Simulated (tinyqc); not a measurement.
Kane-Mele model of a buckled honeycomb layer in a normal field: sweeps and comparisons. A value that a table varies takes the place of the one given here.

Sublattices A and B lie at +/-b, so the field gives them the energies +/-D, D = e b Ez (in eV for b in angstrom and Ez in V/angstrom); 2 lam is the gap at zero field. Near the valleys tau = +/-1, for spin sz = +/-1: H = hbar v (tau qx sx + qy sy) + m sz_AB with m = D - tau sz lam, hbar v = (sqrt3/2) a t. On the lattice the spin-orbit term is the second-neighbour hopping i (lam/3 sqrt3) nu sz, nu = +/-1 by the sense of the turn. The filled band of one cone contributes tau sign(m)/2 to the Chern number, in the sense Omega = curl of i<u|grad u>. Rashba terms are left out.

Zigzag ribbon of N chains, sites A1, B1, A2, ...; k in 1/a. Bonds -2t cos(k/2) (A_n to B_n) and -t (B_n to A_(n+1)); diagonal +/-(D + 2 l2 sz sin k) on A and B; A_n to A_(n+1): -2 l2 sz sin(k/2), B_n to B_(n+1): the opposite; l2 = lam/(3 sqrt3).

Constants: kB = 8.617333262e-05 eV/K; hbar^2/2m0 = 3.80998211 eV angstrom^2.

Parameters, chosen for this exercise:
- a = 2.98 angstrom (lattice constant)
- t = 0.93 eV (hopping)
- lam = 0.14 eV (spin-orbit half gap)
- b = 0.32 angstrom (half the buckling height)
- Ez = 0.1 V/angstrom (normal field at the atoms, after screening; 0.01 is 1 MV/cm, and gates reach some 0.05)
- N = 16 (chains)

## Edge bands of a zigzag ribbon

The two middle levels for each spin, and the weight of the upper one on the half of the ribbon that holds A1.

Middle levels (meV):
```
k/pi  up, lower  up, upper  up, weight  down, lower  down, upper  down, weight
0.6    -276.171    276.171        0.63     -242.758      242.758          0.41
0.7    -165.060    165.060        0.91     -104.210      104.210          0.11
0.8    -126.256    126.256        1.00      -62.641       62.641          0.00
0.9     -81.423     81.423        1.00      -17.839       17.839          0.00
1.0     -31.787     31.787        1.00      -31.787       31.787          1.00
1.1     -17.839     17.839        0.00      -81.423       81.423          1.00
1.2     -62.641     62.641        0.00     -126.256      126.256          1.00
1.3    -104.210    104.210        0.11     -165.060      165.060          0.91
1.4    -242.758    242.758        0.41     -276.171      276.171          0.63
```

For spin up the upper level changes from one edge to the other between k/pi = 1 and 1.1: the two edge bands cross there and each joins valence to conduction band. Spin down mirrors this about k = pi, so each edge carries a counter-moving pair. At k = pi the levels are -31.787 and 31.787 meV, with D = 32.000 meV and lam = 140 meV.

## Closing and reopening the gap

Ez = f lam/b. Gap 2 |D - lam|, second gap 2 (D + lam), Z2 index, and the temperature at which kB T equals the gap.

Against field:
```
f     Ez (V/angstrom)  gap (meV)  second gap (meV)  Z2  gap/kB (K)
0.00                0    280.000           280.000   1      3249.3
0.25            0.109    210.000           350.000   1      2436.9
0.50            0.219    140.000           420.000   1      1624.6
0.75            0.328     70.000           490.000   1       812.3
0.90            0.394     28.000           532.000   1       324.9
1.10            0.481     28.000           588.000   0       324.9
1.50            0.656    140.000           700.000   0      1624.6
2.00            0.875    280.000           840.000   0      3249.3
3.00             1.31    560.000          1120.000   0      6498.5
```

The gap closes at Ez = 0.4375 V/angstrom, 43.8 MV/cm at the atoms (the applied field must be larger by the screening), and is back at its zero-field size at twice that. At zero field it is 280.0 meV, above kB T at 300 K (25.9 meV).

## What each parameter does

Smaller and larger gap, hbar v, and the mass 2c|m|/(hbar v)^2 at the smaller gap, c = hbar^2/2m0. Each row changes one parameter from the base and keeps the others.

Results:
```
case                  smaller gap (meV)  larger gap (meV)  hbar v (eV angstrom)  mass (m0)
base                            216.000           344.000                2.4001    0.14286
a = 3.278 angstrom              216.000           344.000                2.6401    0.11807
t = 1.023 eV                    216.000           344.000                2.6401    0.11807
lam = 0.154 eV                  244.000           372.000                2.4001    0.16138
Ez = 0.11 V/angstrom            209.600           350.400                2.4001    0.13863
```

The largest shifts from the base row, up to three for each result and ties (the steps differ in size, so this ranks the rows, not the parameters). smaller gap (meV): lam +28.000, Ez -6.400; unchanged at the printed digits by a and t. larger gap (meV): lam +28.000, Ez +6.400; unchanged at the printed digits by a and t. hbar v (eV angstrom): a +0.2400, t +0.2400; unchanged at the printed digits by lam and Ez. mass (m0): a -0.02479, t -0.02479, lam +0.01852.

Computed by tinyqc, a small Python program: `OMP_NUM_THREADS=1 python tinyqc.py 1482109 1482110 out.jsonl` (the numbers bound the seed that draws the inputs); one thread of a shared host (Intel(R) Xeon(R) Processor @ 2.30GHz), about 0.01 s for the whole set of steps.
